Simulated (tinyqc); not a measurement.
From results back to parameters: two-dimensional electron gas with Rashba and Dresselhaus coupling. Three cases, with inputs chosen for the exercise.

Problem. For pure Rashba coupling above the band crossing, k_outer - k_inner = al m/c with c = hbar^2/2m0, and each branch holds k^2/(4 pi) electrons per area. Beating of Shubnikov-de Haas oscillations gives the two densities; those below come from a hidden al (1e11/cm^2 = 1e-5/angstrom^2).

Constants: hbar^2/2m0 = 3.80998211 eV angstrom^2.

Case 1.

Values chosen (out of a larger set: of the size met in GaN; not measured data): m = 0.2239 m0 (mass).

densities (1e11/cm^2): outer 1.971229, inner 1.928771

Case 2.

Values chosen (out of a larger set: of the size met in GaAs; not measured data): m = 0.0632 m0 (mass).

densities (1e11/cm^2): outer 6.068867, inner 5.931133

Case 3.

Values chosen (out of a larger set: of the size met in GaAs; not measured data): m = 0.0691 m0 (mass).

densities (1e11/cm^2): outer 2.662606, inner 2.537394

Find: k_outer, k_inner; al.

Solution. k = sqrt(4 pi n) for each branch, and al = c (k_outer - k_inner)/m.

Case 1.

k_outer, k_inner (1/angstrom): 0.01574  0.01557

al = 0.00290 eV angstrom

Case 2.

k_outer, k_inner (1/angstrom): 0.02762  0.02730

al = 0.0190 eV angstrom

Case 3.

k_outer, k_inner (1/angstrom): 0.01829  0.01786

al = 0.0240 eV angstrom

Computed by tinyqc, one run a case: `OMP_NUM_THREADS=1 python tinyqc.py N N+1 out.jsonl` with N = 1450162, 1450164, 1450294; one thread of a shared Intel(R) Xeon(R) Processor @ 2.30GHz, about 0.01 s a run at most.
